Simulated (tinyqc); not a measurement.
# Junction parameters from two forward currents

Question. D(v) = J1 (exp(v/Vt) - 1) + J2 (exp(v/(2 Vt)) - 1). Find J1, J2 and the voltage 2 Vt ln(J2/J1) near which both parts are equal.

Parameters, values chosen for the exercise:

| symbol | value | unit | meaning |
|---|---|---|---|
| T | 358 | K | temperature |

Constants: q = 1.602176634e-19 C, kB = 1.380649e-23 J/K, Vt = kB T/q. Results are converted to the units shown.

junction voltages (V): 0.27  0.61
currents (uA/um): 1.5721021e-6  4.9765323e-4

Solution. The current is linear in J1 and J2, so two points give two equations.

J1 = 2.700e-13 uA/um
J2 = 2.000e-8 uA/um
crossover = 0.6918 V

tinyqc, about 0.2 s, one thread, Intel Xeon 2.30GHz (shared host): `OMP_NUM_THREADS=1 python tinyqc.py 2182183 2182184 out.jsonl`
